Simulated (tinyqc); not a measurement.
Against the doping: grain-boundary trapping model (Seto) of a polycrystalline semiconductor film. Computed by tinyqc, a small Python program. Command: `OMP_NUM_THREADS=1 python tinyqc.py 3019470 3019471 out.jsonl poly walk`. One thread of a shared host (Intel(R) Xeon(R) Processor @ 2.30GHz), about 0.01 s of CPU time with the checks.

Grains of equal size L are joined by thin boundaries with one trap level. Trapped carriers deplete a width W on each side and raise a barrier, crossed by thermionic emission. Dopants are fully ionised, statistics are non-degenerate and mu_g does not depend on T.

Inputs (values chosen for the exercise, modelled on polycrystalline ZnO):

| quantity | value | unit |
|---|---|---|
| permittivity eps | 8.3 | - |
| effective mass m | 0.29 | m_0 |
| effective density of states at 300 K, N_c | 3.8e+18 | 1/cm^3 |
| grain size L | 100 | nm |
| trap density Q_t | 2.4e+12 | 1/cm^2 |
| trap level E_t below the band edge | 0.45 | eV |
| mobility inside the grains mu_g | 96 | cm^2/(V s) |
| temperature T | 300 | K |

Grain interior: resistance included.

Constants: e = 1.602176634e-19 C; eps_0 = 8.8541878128e-12 F/m; k_B = 8.617333262e-05 eV/K; m_0 = 9.1093837015e-31 kg; k_B = 1.380649e-23 J/K.

Method:
- If all traps fill, the grain is just depleted at N* = Q_t/L, with the barrier e Q_t L/(8 eps eps_0).
- N_c(T) = N_c (T/300 K)^(3/2). Filled traps Q = Q_t/(1 + (1/2) exp((E_t* - E_F)/k_B T)), where E_t* = e V_B - E_t and E_F are counted from the band edge at the grain centre. Partial depletion: Q = 2 N W, V_B = e N W^2/(2 eps eps_0), E_F = k_B T ln(N/N_c); solve for W. If that W would exceed L/2 the grain is fully depleted: W = L/2, Q = N L, and E_F follows from the trap equation. Centre density n_0 = N_c exp(E_F/k_B T).
- Boundary: sigma_b = L e^2 n_0 exp(-e V_B/k_B T)/sqrt(2 pi m k_B T); drift through the grain, depleted parts included: rho_g = [(1 - 2W/L) + (2W/L) int_0^1 exp(y^2 s^2) ds]/(e n_0 mu_g); rho = 1/sigma_b + rho_g. Mean carrier density n_av = n_0 [(1 - 2W/L) + (2W/L) (sqrt(pi)/2) erf(y)/y], y = sqrt(e V_B/k_B T); effective mobility 1/(e n_av rho).

N* = 2.40e+17 1/cm^3

The same film:

| N (1/cm^3) | W (nm) | V_B (V) | mean density (1/cm^3) | mobility (cm^2/(V s)) | rho (ohm cm) |
|---|---|---|---|---|---|
| 7.20e+15 | 50.000 | 0.01962 | 2.7525e+09 | 8.4450e+01 | 2.6851e+07 |
| 2.40e+16 | 50.000 | 0.06540 | 3.9702e+10 | 4.6470e+01 | 3.3830e+06 |
| 6.00e+16 | 50.000 | 0.16351 | 3.4330e+12 | 3.5450e+00 | 5.1287e+05 |
| 1.20e+17 | 50.000 | 0.32702 | 4.0672e+15 | 1.3582e-02 | 1.1299e+05 |
| 1.90e+17 | 42.383 | 0.37204 | 6.6569e+16 | 1.9191e-03 | 4.8857e+04 |
| 2.90e+17 | 33.863 | 0.36249 | 1.4008e+17 | 2.1615e-03 | 2.0614e+04 |
| 4.80e+17 | 24.497 | 0.31399 | 3.0463e+17 | 1.1345e-02 | 1.8059e+03 |
| 9.60e+17 | 12.500 | 0.16350 | 8.0455e+17 | 2.8105e+00 | 2.7602e+00 |
| 2.40e+18 | 5.000 | 0.06540 | 2.2904e+18 | 5.4629e+01 | 4.9882e-02 |
| 9.60e+18 | 1.250 | 0.01635 | 9.5577e+18 | 8.7662e+01 | 7.4494e-03 |

What does the comparison show, and why?

The barrier peaks among these rows at N = 1.9e17 (0.372 V) and the mobility has its minimum at 1.9e17; N* is 2.4e17. While the grain is fully depleted (W = L/2) V_B grows as N; once all traps are filled it falls as 1/N (last exponent -1.00). Partly depleted rows (W < L/2) with e V_B below 2 k_B T stretch the depletion approximation. Where N approaches N_c the non-degenerate statistics fail. rho drops most steeply, as N^-9.4, between 4.8e17 and 9.6e17.

Extremes, crossings and ranges named in words are read from the listed rows.
